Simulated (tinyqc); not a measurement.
Velocity overshoot from momentum and energy balance equations after a field step: one step, computed by the program tinyqc.

At t = 0 the field jumps from 0 to F in a uniform sample. v is the drift velocity and u = w - (3/2) k_B T the excess energy per carrier.

Task: Constants and steady state. dv/dt = e F/m - v/tau_m(u), du/dt = e F v - u/tau_E, tau_m(u) = tau_0/(1 + c u), tau_0 = m mu_0/e, c = mu_0/(e tau_E v_s^2); this choice gives the steady state v (1 + mu_0 F v/v_s^2) = mu_0 F, which saturates at v_s. Steady velocity v = 2 mu_0 F/(1 + sqrt(1 + 4 (mu_0 F/v_s)^2)); u = e F v tau_E; carrier temperature T + 2u/(3 k_B), neglecting the drift energy m v^2/2.

Inputs (values chosen for the exercise, modelled on electrons in GaN except for tau_E):
```
quantity                      value        unit
effective mass m                0.2         m_0
low-field mobility mu_0        1200  cm^2/(V s)
saturation velocity v_s         1.9    1e7 cm/s
energy relaxation time tau_E   0.59          ps
field after the step F           25       kV/cm
lattice temperature T           300           K
```

Scheme: explicit Euler.

Constants: m_0 = 9.1093837015e-31 kg; e = 1.602176634e-19 C; k_B = 8.617333262e-05 eV/K.

Give: tau_0; c; acceleration e F/m; steady velocity; steady excess energy; steady carrier temperature.

Result:

tau_0 = 136.5 fs

c = 5.634 1/eV

acceleration e F/m = 0.02199 1e7 cm/s per fs

steady velocity = 1.391 1e7 cm/s

steady excess energy = 0.2052 eV

steady carrier temperature = 1888 K

tau_E/tau_0 = 4.32, and in the steady state tau_m has shrunk to 63.3 fs.
